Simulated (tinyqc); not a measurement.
# Length offset and series resistance from crossing lines

Question. R_total = Rs + k (L - dL)/Vo with constant Rs, dL and k. Find k, dL and Rs.

R_total at (L, Vo) = (60, 0.37), (120, 0.37), (60, 0.85) and (120, 0.85), L in nm and Vo in V (ohm um): [1013.4865, 1808.0811, 638.81176, 984.69412]

Solution. At each overdrive R is a straight line in L with slope k/Vo; the two lines cross at L = dL, R = Rs.

k = 4.90 ohm um V/nm
dL = 9.90 nm
Rs = 350 ohm um

Program tinyqc, `OMP_NUM_THREADS=1 python tinyqc.py 2282005 2282006 out.jsonl`; Intel Xeon 2.30GHz, shared host, one thread, about 0.05 s.
